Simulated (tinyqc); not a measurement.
Shallow donor in an anisotropic valley (effective-mass theory): sweeps and comparisons. A value that a table varies takes the place of the one given here.

One valley: H = -c [(d2/dx2 + d2/dy2)/mt + (d2/dz2)/ml] - q/(eps r), c = hbar^2/2m0, q = e^2/(4 pi eps0). Trial function exp(-sqrt((x^2 + y^2)/a^2 + z^2/b^2)) with a > b: T = (c/3)(2/(mt a^2) + 1/(ml b^2)), V = -(q/eps) atan(u/b)/u, u = sqrt(a^2 - b^2). The central cell of the impurity is left out.

Constants: hbar^2/2m0 = 3.80998211 eV angstrom^2; e^2/(4 pi eps0) = 14.39964547 eV angstrom; Ry = 13.60569312 eV; a0 (Bohr radius) = 0.5291772105 angstrom.

Inputs chosen for the exercise (near those of 3C SiC; shifted at random, so the results belong to these values and not to a real crystal):
```
symbol  value                                  unit  meaning
mt      0.252                                  m0    transverse mass
eps     9.5                                          dielectric constant
xs      (1.2, 2.4, 2.7, 4.4, 11, 25, 41, 180)        ratios ml/mt
ml      0.682                                  m0    longitudinal mass
```

## Mass anisotropy

mt and eps fixed, ml varied. Energies in units of Ry*(mt) = Ry mt/eps^2 and lengths in a*(mt) = a0 eps/mt; the last two columns use one mass, 3/(1/ml + 2/mt) or (ml mt^2)^(1/3).

Results:
```
ml/mt   a/a*    b/a  binding  conductivity mass  density-of-states mass
1.20   0.962  0.937    1.062              1.059                   1.063
2.40   0.841  0.733    1.307              1.241                   1.339
2.70   0.824  0.703    1.350              1.266                   1.392
4.40   0.759  0.593    1.532              1.347                   1.639
11.0   0.665  0.431    1.874              1.435                   2.224
25.0   0.605  0.325    2.167              1.471                   2.924
41.0   0.576  0.274    2.333              1.482                   3.448
180    0.515  0.166    2.762              1.496                   5.646
```

The binding grows from 1.06 to 2.76 Ry*(mt); for ml going to infinity the exact problem becomes two-dimensional, with 4 Ry*. The conductivity mass saturates at 1.5 and underbinds, by 12 % at ml/mt = 4.4; the density-of-states mass errs by +7 % there and by +104 % in the last row. With these mt and eps one unit is 37.99 meV.

## What each parameter does

The minimum of the trial energy. Each row changes one parameter from the base and keeps the others.

Results:
```
case           E (meV)  a (angstrom)  b (angstrom)    b/a
base            -51.34         16.42         11.54  0.703
ml = 0.853 m0   -54.48         15.80         10.27  0.650
mt = 0.227 m0   -47.56         17.90         12.13  0.677
eps = 8.6       -62.64         14.87         10.45  0.703
```

The largest shifts from the base row, up to three for each result and ties (the steps differ in size, so this ranks the rows, not the parameters). E (meV): eps -11.31, mt +3.77, ml -3.14. a (angstrom): eps -1.56, mt +1.48, ml -0.62. b (angstrom): ml -1.28, eps -1.09, mt +0.59. b/a: ml -0.053, mt -0.025; unchanged at the printed digits by eps. eps only rescales the solution (E as 1/eps^2, lengths as eps), so b/a depends on ml/mt alone.

Program tinyqc; command `OMP_NUM_THREADS=1 python tinyqc.py 1251248 1251249 out.jsonl`; about 0.01 s on one thread of a shared Intel(R) Xeon(R) Processor @ 2.30GHz.
